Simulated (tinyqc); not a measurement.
Anisotropic elasticity and sound waves of a cubic crystal: one step, computed by the program tinyqc. Command: `OMP_NUM_THREADS=1 python tinyqc.py 3018623 3018624 out.jsonl cubicelastic walk`. One thread of a shared host (Intel(R) Xeon(R) Processor @ 2.30GHz), about 0.01 s of CPU time with the checks.

Voigt order 1..6 = xx, yy, zz, yz, xz, xy, with engineering shear strains. The rotated frame has x' as named, z' along the wafer normal and y' = z' x x'.

Question. Moduli along the axes of the frame. Invert C' to S'. E along x' = 1/S'11, along y' = 1/S'22; Poisson ratios nu(x'y') = -S'12/S'11 and nu(x'z') = -S'13/S'11; in-plane shear modulus 1/S'66.

Frame: (111) wafer, x' along [1-10].

C' (GPa), lower triangle (symmetric):
```
,1,2,3,4,5,6
1,1165.000
2,87.933,1165.000
3,52.267,52.267,1200.667
4,-50.440,50.440,0.000,502.867
5,0.000,0.000,0.000,0.000,502.867
6,0.000,0.000,0.000,0.000,-50.440,538.533
```

Give: E along x'; E along y'; nu(x'y'); nu(x'z'); in-plane shear modulus.

Answer.

E along x' = 1150.6 GPa

E along y' = 1150.6 GPa

nu(x'y') = 0.078362

nu(x'z') = 0.040120

in-plane shear modulus = 533.47 GPa

The plane is isotropic in E.
